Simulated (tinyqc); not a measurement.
Layer against dose: implant damage, amorphisation by cascade overlap, and solid-phase epitaxial regrowth. Computed by tinyqc, a small Python program. Command: `OMP_NUM_THREADS=1 python tinyqc.py 3111911 3111912 out.jsonl sper walk`. One thread of a shared host (Intel(R) Xeon(R) Processor @ 2.30GHz), about 0.01 s of CPU time with the checks.

Range and width of the damage are inputs. Dynamic annealing enters only through the surviving share f.

Inputs (values chosen for the exercise, modelled on silicon ions in germanium):
```
quantity                           value    unit
atomic density N                    44.2  1/nm^3
ion Z1                                14       -
ion mass M1                           28       u
target Z2                             32       -
target mass M2                     72.63       u
ion energy E                          31     keV
displacement energy E_d               16      eV
depth of the damage peak R_d          19      nm
width of the damage profile s_d       13      nm
share of defects that survive f     0.72       -
critical displaced share x_c        0.11       -
dose Q                           2.1e+14  1/cm^2
```

Constants: a_0 = 0.529177210903 angstrom; e^2/(4 pi eps_0) = 14.39964548 eV angstrom.

Method. Robinson partition: eps = E a M2/(Z1 Z2 (e^2/(4 pi eps_0)) (M1 + M2)), a = 0.8853 a_0/sqrt(Z1^(2/3) + Z2^(2/3)); k = 0.0793 Z1^(2/3) Z2^(1/2) (M1 + M2)^(3/2)/((Z1^(2/3) + Z2^(2/3))^(3/4) M1^(3/2) M2^(1/2)); damage energy T_d = E/(1 + k (eps + 0.40244 eps^(3/4) + 3.4008 eps^(1/6))); displacements nu = 0.8 T_d/(2 E_d). Displaced share x(z) = f nu Q exp(-(z - R_d)^2/(2 s_d^2))/(sqrt(2 pi) s_d N); the layer is amorphous where x > x_c, between R_d -/+ s_d sqrt(2 ln(x_max/x_c)), the upper edge being cut at the surface. Threshold dose Q_c = Q x_c/x_max.

threshold dose Q_c = 5.47143e+13 1/cm^2

displacements per ion nu = 402.175

Dose series; the last column is f nu Q erfc((z2 - R_d)/(sqrt2 s_d))/2:
```
Q (1/cm^2)   x_max  upper edge (nm)  lower edge (nm)  displaced atoms beyond z2 (1/cm^2)
6.02e+13    0.1210           13.317           24.683                          5.7700e+15
8.21e+13    0.1651            7.288           30.712                          4.3700e+15
1.37e+14    0.2754            1.387           36.613                          3.4802e+15
2.19e+14    0.4403            0.000           40.652                          3.0380e+15
3.83e+14    0.7700            0.000           44.646                          2.6906e+15
6.57e+14    1.3209            0.000           47.985                          2.4517e+15
1.37e+15    2.7543            0.000           51.993                          2.2121e+15
2.74e+15    5.5086            0.000           55.370                          2.0417e+15
```

What does the comparison show, and why?

A dose 46 times larger moves the lower edge from 24.7 to 55.4 nm, as the root of a logarithm, and the damage beyond it falls by a factor 2.8, since the edge lies on an ever steeper tail. The layer reaches the surface at Q_c exp(R_d^2/(2 s_d^2)) = 1.59e14 per cm^2.
